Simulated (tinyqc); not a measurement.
Precursor delivery and alloy composition in metal-organic vapour-phase epitaxy: one step, computed by the program tinyqc. Command: `OMP_NUM_THREADS=1 python tinyqc.py 3029470 3029471 out.jsonl movpe walk`. One thread of a shared host (Intel(R) Xeon(R) Processor @ 2.30GHz), about 0.01 s of CPU time with the checks.

Carrier gas leaves each bubbler saturated. Group-III species cross a boundary layer and react at the surface; element 2 can also desorb. The film is (1)_(1-x) (2)_x V with a zinc-blende cell.

Problem. Transport to the surface. Partial pressure p_i = p F_i/(44615 x total flow in slm); density n_i = p_i/(k_B T), 1 torr = 133.322 Pa; D = D0 (T/273.15)^1.75 (760/p), h = D/delta, the same for both; k_s = prefactor x exp(-energy/(k_B T)); arrival J_i = n_i/(1/h + 1/k_s); in layers per second g_i = J_i a^2/2 (two group-III sites per a^2 on (001)). Temperatures in kelvin are T(C) + 273.15.

Inputs (values chosen for the exercise, close to those used for AlGaAs from TMAl and TEGa):
```
quantity                                   value      unit
source 1: bath temperature                    17         C
source 2: bath temperature                    16         C
total flow                                   9.5       slm
reactor pressure p                           100      torr
diffusivity D0 at 273.15 K and 760 torr     0.33    cm^2/s
boundary layer delta                        0.69        cm
prefactor of the surface rate k_s        3.2e+13      cm/s
energy of k_s                               1.94        eV
lattice constant a                         5.655  angstrom
growth temperature T                         650         C
```

molar flows (micromol/min): F1 13.32779, F2 6.321707

Constants: k_B = 1.380649e-23 J/K; k_B = 8.617333262e-05 eV/K.

Give: densities; h; k_s; arrival rates.

Solution.

densities (1/cm^3): n1 3.289e+13, n2 1.560e+13

h = 30.62 cm/s

k_s = 820.5 cm/s

arrival rates (layers/s): g1 1.552, g2 0.7364

Growth is transport-limited. Caution: trimethylaluminium is largely a dimer in the vapour, which would double its metal flow; it is counted as a monomer here.
